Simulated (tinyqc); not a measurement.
Rigid-ion and shell models of the dielectric response of an ionic crystal. Changing the nearest-neighbour distance d. Computed by tinyqc, a small Python program. Command: `OMP_NUM_THREADS=1 python tinyqc.py 3026444 3026445 out.jsonl shell sweep`. One thread of a shared host (Intel(R) Xeon(R) Processor @ 2.30GHz), about 0.01 s of CPU time with the checks.

Charges +Z and -Z; 6 nearest neighbours, Madelung constant M = 1.747565, volume per ion pair Omega = 2.000000 d^3. Energy per pair U = -M Z^2 e2/d + 6 A exp(-d/rho), e2 = e^2/(4 pi eps_0). In the shell model the anion is a core of charge Y - Z and a massless shell of charge -Y, joined by the spring k; the repulsion acts on the shell. Each ion feels the Lorentz field E + (4 pi/3) P (Gaussian units).

Inputs (values chosen for the exercise, for a model crystal): ionic charge Z = 1.49 e; hardness d/rho = 10.2; cation mass = 68.5 u; anion mass = 35.45 u; shell charge size Y = 3.43 e; core-shell spring k = 162 eV/angstrom^2; cation polarisability alpha_+ = 0.14 angstrom^3.

Structure: rock salt.

Constants: e^2/(4 pi eps_0) = 14.39964548 eV angstrom; 1 eV/angstrom^3 = 160.2176634 GPa; nu for 1 eV/(angstrom^2 u) = 15.6333042 THz; 1 THz = 33.35640952 1/cm.

Method:
- Zero pressure fixes 6 A exp(-d/rho) = M Z^2 e2 rho/d^2. Then U = -(M Z^2 e2/d)(1 - rho/d), B = M Z^2 e2 (d/rho - 2)/(9 Omega d), and the spring of one sublattice against the other is R = (1/3) x (Laplacian of the repulsion summed over neighbours) = M Z^2 e2 (d/rho - 2)/(3 d^3), so R = 3 B Omega/d^2.
- Eliminating the shell gives the anion polarisability alpha_- = Y^2 e2/(k + R), the Szigeti charge Z_S = Z - Y R/(k + R) and the softened spring R' = k R/(k + R). With b = 4 pi (alpha_+ + alpha_-)/(3 Omega): eps_inf = (1 + 2b)/(1 - b) (Clausius-Mossotti); Born charge Z* = Z_S (eps_inf + 2)/3.
- mu lambda_TO = R' - (4 pi e2/(3 Omega)) Z_S^2/(1 - b); mu lambda_LO = mu lambda_TO + 4 pi e2 Z*^2/(eps_inf Omega); eps_s = eps_inf lambda_LO/lambda_TO.
- lambda in eV/(angstrom^2 u) gives the wavenumber 15.6333042 x 33.35640952 x sqrt(lambda); mu is the reduced mass.

One run for each value:
```
nearest-neighbour distance d (angstrom)  eps_s  eps_inf  omega_TO (1/cm)  bulk modulus B (GPa)
1.73                                     6.117    3.124            428.2                 455.2
1.84                                     5.463    2.633            392.3                 355.7
1.94                                     5.052    2.322            363.5                 287.9
2.04                                     4.750    2.091            338.0                 235.4
2.24                                     4.341    1.778            294.8                 162.0
2.35                                     4.186    1.658            274.8                 133.7
2.45                                     4.073    1.571            258.4                 113.2
2.55                                     3.981    1.499            243.6                  96.4
```

Give the missing row, nearest-neighbour distance d (angstrom) = 2.14.

Computed row:
```
nearest-neighbour distance d (angstrom)  eps_s  eps_inf  omega_TO (1/cm)  bulk modulus B (GPa)
2.14                                     4.520    1.915            315.2                 194.4
```

Interpolating between the two neighbouring rows (linearly) misses most in bulk modulus B (GPa), by 2.2 %. Over the rows, eps_s falls from 6.12 to 3.98 (exponent d ln y / d ln x -1.8 between the first rows and -0.57 between the last); eps_inf falls from 3.12 to 1.50 (exponent d ln y / d ln x -2.8 between the first rows and -1.2 between the last); omega_TO (1/cm) falls from 428 to 244 (exponent d ln y / d ln x about -1.5 throughout). The exponent of bulk modulus B stays at -4: B is an energy ~ 1/d over a volume ~ d^3. d/rho, k and the cation polarisability are held fixed, so each row is a different crystal at zero pressure, not one crystal under strain.
